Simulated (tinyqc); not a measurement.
## Junction parameters from two forward currents

Question. D(v) = J1 (exp(v/Vt) - 1) + J2 (exp(v/(2 Vt)) - 1). Find J1, J2 and the voltage 2 Vt ln(J2/J1) near which both parts are equal.

Parameters, values chosen for the exercise:

| symbol | value | unit | meaning |
|---|---|---|---|
| T | 300 | K | temperature |

Constants: q = 1.602176634e-19 C, kB = 1.380649e-23 J/K, Vt = kB T/q. Results are converted to the units shown.

junction voltages (V): [0.32, 0.66]
currents (uA/um): [7.8417197e-6, 0.036176985]

Answer. The current is linear in J1 and J2, so two points give two equations.

J1 = 2.500e-13 uA/um
J2 = 1.600e-8 uA/um
crossover = 0.5722 V

tinyqc, about 0.2 s, one thread, Intel Xeon 2.30GHz (shared host): `OMP_NUM_THREADS=1 python tinyqc.py 2182091 2182092 out.jsonl`
